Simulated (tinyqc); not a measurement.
Threshold-voltage variability of a planar MOSFET, analytic estimates: one step of the calculation.

Three independent sources add in quadrature: random dopants in the depleted layer, metal-gate grains of two orientations, and roughness of the two gate edges acting through the roll-off VT = VT(long) - Vr exp(-L/l). These are first-order estimates: no three-dimensional electrostatics, no percolation.

Task. Margin in standard deviations for the wanted yield. Cells fail independently with probability Q(k) = erfc(k/sqrt(2))/2 when the margin is k standard deviations, and Y = exp(-Nb Q(k)). phi = exp(-k^2/2)/sqrt(2 pi). Newton steps on ln Q(k) = ln(-ln(Y)/Nb): k(new) = k + [ln Q - ln(-ln(Y)/Nb)] Q/phi.

Inputs (values chosen for the exercise):
```
symbol,value,unit,meaning
Nb,8388608,,number of cells
Y,0.999,,wanted yield
```

k after iteration 1 = 10.034018

Give: Q(k); phi; k after iteration 2.

Result.

Q(k) = 5.401e-24
phi = 5.473e-23
k after iteration 2 = 7.001

Numbers from tinyqc (`OMP_NUM_THREADS=1 python tinyqc.py 2090048 2090049 out.jsonl`; about 0.01 s on one thread of a shared Intel Xeon 2.30GHz).
